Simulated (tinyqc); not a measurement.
From results back to parameters: valley splitting of a silicon quantum well in envelope theory.

Problem. A dot straddles a single atomic step, which shifts the valley phase by theta = q a/4 = pi k0 (k0 in 2 pi/a). With the share t of the electron on the upper terrace, Ev = Ev0 |1 - t + t exp(i theta)|. Ev was computed from a hidden t below one half.

Values chosen for the exercise (out of a larger set: near those of a strained Si well in SiGe; not measured data): Ev0 = 155 micro-eV (splitting on a flat terrace); k0 = 0.831 2 pi/a (valley position).

Ev = 109.536 micro-eV

Find: t (1 - t); t; Ev at t = 1/2.

Solution. (Ev/Ev0)^2 = 1 - 2 t (1 - t)(1 - cos theta), a quadratic for t; at t = 1/2 the splitting is Ev0 |cos(theta/2)|.

t (1 - t) = 0.1344
t = 0.16
Ev at t = 1/2 = 40.7 micro-eV

Computed by tinyqc, a small Python program: `OMP_NUM_THREADS=1 python tinyqc.py 1281122 1281123 out.jsonl` (the numbers bound the seed that draws the inputs); one thread of a shared host (Intel(R) Xeon(R) Processor @ 2.30GHz), about 0.2 s for the whole set of steps.
